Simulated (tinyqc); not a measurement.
Hubbard chain of 5 sites, step by step. One step of it, computed by the program tinyqc.

Task: Mean-field iteration 1. H(up) = T + U n(down), H(down) = T + U n(up); fill the lowest levels; n(new) = n + mixing (n(out) - n); E = tr T (rho up + rho down) + U sum n_up n_down of the output.

one-body matrix (hopping and site energies) (eV), lower triangle:
```
,1,2,3,4,5
1,0.000000
2,-0.550000,0.000000
3,0.000000,-0.550000,0.000000
4,0.000000,0.000000,-0.550000,0.000000
5,0.000000,0.000000,0.000000,-0.550000,0.000000
```

U = 0.800000 eV

electrons, up and down: 3  2

mixing = 0.200000

n(up) at the start (a guess, not normalised): 1 0.650000, 2 0.550000, 3 0.650000, 4 0.550000, 5 0.650000

n(down) at the start (a guess): 1 0.350000, 2 0.450000, 3 0.350000, 4 0.450000, 5 0.350000

Give: levels, up; levels, down; energy; n(up) after iteration 1; n(down) after iteration 1.

Result:

levels, up (eV): -0.6335  -0.2315  0.2800  0.8715  1.2735

levels, down (eV): -0.4735  -0.0715  0.5200  1.0315  1.4335

energy = -2.0848 eV

n(up) after iteration 1: 1 0.6577, 2 0.5343, 3 0.6561, 4 0.5343, 5 0.6577

n(down) after iteration 1: 1 0.3423, 2 0.4657, 3 0.3439, 4 0.4657, 5 0.3423
